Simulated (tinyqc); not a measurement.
LCCD on RHF in the 6-31g basis, for He, spin multiplicity 1, step by step. Computed by tinyqc, a small Python program that keeps every step (integrals from PySCF). Settings: charge = 0, multiplicity = 1, basis = 6-31g, method = RHF, energy threshold = 1e-10, iteration cap = 83, orthogonalisation = canonical, start = atomic densities, DIIS depth = 6, amplitude equations = LCCD, DIIS depth for amplitudes = 4, cap on updates = 73. Command: `OMP_NUM_THREADS=1 python tinyqc.py 27888 27889 out.jsonl` (the two numbers bound the seeds that draw the settings). One thread of a shared host (Intel(R) Xeon(R) Processor @ 2.60GHz), about 0.05 s of CPU time with the checks. The early iterations of the SCF are left out here.

## One-electron integrals

Geometry (angstrom):
```
atom         x         y         z
He    0.000000  0.000000  0.000000
```

Basis 6-31g: exponents (1/bohr^2) and contraction coefficients of normalised primitives:
```
element  l (shell)   exponent  coefficient
He           s (1)  38.421634     0.040140
He           s (1)   5.778030     0.261246
He           s (1)   1.241774     0.793185
He           s (2)   0.297964     1.000000
```

Overlap, kinetic and nuclear-attraction integrals over the contracted functions; the nuclear repulsion is the sum of Za Zb / Rab.

nuclear repulsion = 0 hartree

overlap S, order 1He 1s, 1He 2s:
```
[[1.000000, 0.634148],
 [0.634148, 1.000000]]
```

kinetic energy T (hartree), order 1He 1s, 1He 2s:
```
[[2.925655, 0.467227],
 [0.467227, 0.446946]]
```

nuclear attraction V (hartree), order 1He 1s, 1He 2s:
```
[[-4.805281, -2.013636],
 [-2.013636, -1.742136]]
```

core Hamiltonian H = T + V (hartree), order 1He 1s, 1He 2s:
```
[[-1.879626, -1.546409],
 [-1.546409, -1.295190]]
```

## Two-electron integrals

Functions are numbered as in S; the eight-fold symmetry (ij|kl) = (ji|kl) = (kl|ij) leaves the list below.

Two-electron integrals (ij|kl) in chemists' order, unique and non-zero (hartree):
```
(11|11) 1.543936   (21|11) 0.785447   (21|21) 0.427025   (22|11) 0.803952
(22|21) 0.476190   (22|22) 0.615938
```

## Orthogonalisation

S = U s U^T; canonical form X = U s^(-1/2), so that X^T S X = 1. Each column of U has its largest component positive (the first on a tie).

eigenvalues of S: [0.365852, 1.634148]

X, order 1He 1s, 1He 2s:
```
[[1.169047, 0.553145],
 [-1.169047, 0.553145]]
```

## Iteration 4 (converged): orbitals

converged F (hartree), order 1He 1s, 1He 2s:
```
[[-0.549218, -1.000372],
 [-1.000372, -0.429150]]
```

Diagonalise F' = X^T F X, C = X C', fill 1 alpha and 1 beta electrons from the bottom; D = 2 C_occ C_occ^T. Each column has its largest component positive (the first on a tie).

F' = X^T F X (hartree):
```
[[1.397251, -0.077642],
 [-0.077642, -0.911519]]
```

orbital energies (hartree): [-0.914127, 1.399859]

coefficients C, order 1He 1s, 1He 2s:
```
[[0.592081, -1.149818],
 [0.513586, 1.186959]]
```

D after iteration 4, order 1He 1s, 1He 2s:
```
[[0.701120, 0.608169],
 [0.608169, 0.527541]]
```

## Convergence

Stop when the energy changes by less than 1e-10 hartree and every element of the error matrix X^T (F D S - S D F) X is below 3e-06.

Course of the cycle:
```
iteration  E (hartree)     change  largest element of the error matrix
1          -2.85513792          -                             9.81e-03
2          -2.85516030  -2.24e-05                             7.42e-04
3          -2.85516043  -1.29e-07                             5.57e-08
4          -2.85516043  -8.88e-16                             2.56e-08
```

PySCF RHF in the same basis = -2.85516043 hartree

Converged in 4 iterations.

## Integrals over molecular orbitals

(pq|rs) = sum C_ip C_jq C_kr C_ls (ij|kl), one index at a time.

one-electron integrals over orbitals h = C^T H C (hartree):
```
[[-1.941034, 0.316490],
 [0.316490, -0.088737]]
```

Two-electron integrals over orbitals (pq|rs), unique and non-zero (hartree):
```
(11|11) 1.026907    (21|11) -0.316490   (21|21) 0.227670    (22|11) 0.858133
(22|21) -0.255554   (22|22) 0.766363
```

## LCCD: starting amplitudes

t_ij^ab = <ij||ab> / (e_i + e_j - e_a - e_b), whose energy is MP2.

Starting amplitudes (spin orbitals 1a, 1b, ...; amplitudes related by a flip of all spins are not repeated):
```
from      to          t
1a 1b  2a 2b  -0.049194
```

correlation energy = -0.01120012 hartree

## LCCD: amplitude update 1

t_ij^ab D_ij^ab are set to the remaining terms of the spin-orbital equations, evaluated with the old amplitudes; for the doubles these are <ij||ab> + 1/2 <ab||ef> t_ij^ef + 1/2 <mn||ij> t_mn^ab + P(ij)P(ab) <mb||ej> t_im^ae, D the orbital-energy denominators (linear CCD).

Amplitudes after update 1 (spin orbitals 1a, 1b, ...; amplitudes related by a flip of all spins are not repeated):
```
from      to          t
1a 1b  2a 2b  -0.061779
```

correlation energy = -0.01406533 hartree

## LCCD: amplitude update 2

As before.

Amplitudes after update 2 (spin orbitals 1a, 1b, ...; amplitudes related by a flip of all spins are not repeated):
```
from      to          t
1a 1b  2a 2b  -0.064999
```

correlation energy = -0.01479830 hartree

## LCCD: convergence

E_corr = 1/4 sum <ij||ab> t_ij^ab; stop when the norm of the change is below 1e-8.

Course of the amplitude iterations:
```
update  correlation energy (hartree)  norm of the change
0                        -0.01120012                   -
1                        -0.01406533            2.52e-02
2                        -0.01479830            6.44e-03
3                        -0.01505026            1.65e-03
4                        -0.01505026            5.55e-17
```

Converged amplitudes (spin orbitals 1a, 1b, ...; amplitudes related by a flip of all spins are not repeated):
```
from      to          t
1a 1b  2a 2b  -0.066105
```

LCCD total energy = -2.87021069 hartree

Converged in 4 updates, with DIIS from the third.
